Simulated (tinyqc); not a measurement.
Effective mass of the split-off band from tabulated energies: one step. Finite differences. Two cases, with inputs chosen for the exercise.

Question. The band is even in k. m = c k^2/E(k) from the points 1, 2, 4 (k = 0 is point 0); Richardson from points 1 and 2: c/m = [16 E(k1) - E(k2)]/(12 k1^2).

c = hbar^2/2m0.
Constants: hbar^2/2m0 = 3.80998211 eV angstrom^2.

Case 1.

Energies along [111], from the band edge downward:

| k (1/angstrom) | E (meV) |
|---|---|
| 0.0000000 | 0.000000 |
| 0.0049000 | 1.006900 |
| 0.0098000 | 4.078600 |
| 0.0147000 | 9.370300 |
| 0.0196000 | 17.143100 |
| 0.0245000 | 27.761800 |
| 0.0294000 | 41.673100 |
| 0.0343000 | 59.354900 |
| 0.0392000 | 81.228400 |

reference mass (curvature of the model at k = 0.0001 1/angstrom) = 0.0912389 m0

Case 2.

Energies along [100], from the band edge downward:

| k (1/angstrom) | E (meV) |
|---|---|
| 0.0000000 | 0.000000 |
| 0.0120000 | 4.362300 |
| 0.0240000 | 17.529500 |
| 0.0360000 | 39.728900 |
| 0.0480000 | 71.293700 |
| 0.0600000 | 112.584200 |
| 0.0720000 | 163.871500 |
| 0.0840000 | 225.206400 |
| 0.0960000 | 296.320900 |

reference mass (curvature of the model at k = 0.0001 1/angstrom) = 0.1259630 m0

Give: m from points 1, 2, 4; m by Richardson.

Answer.

Case 1.

m from points 1, 2, 4 (m0): 0.09085  0.08971  0.08538

m by Richardson = 0.09124 m0

Errors against the reference: -0.43, -1.67 and -6.42 % and 0.00 %. The extrapolation removes the k^4 term.

Case 2.

m from points 1, 2, 4 (m0): 0.12577  0.12519  0.12313

m by Richardson = 0.12596 m0

Errors against the reference: -0.15, -0.61 and -2.25 % and 0.00 %. The extrapolation removes the k^4 term.

Computed by tinyqc, one run a case: `OMP_NUM_THREADS=1 python tinyqc.py N N+1 out.jsonl` with N = 1850571, 1850691; one thread of a shared Intel(R) Xeon(R) Processor @ 2.30GHz, about 0.01 s a run at most.
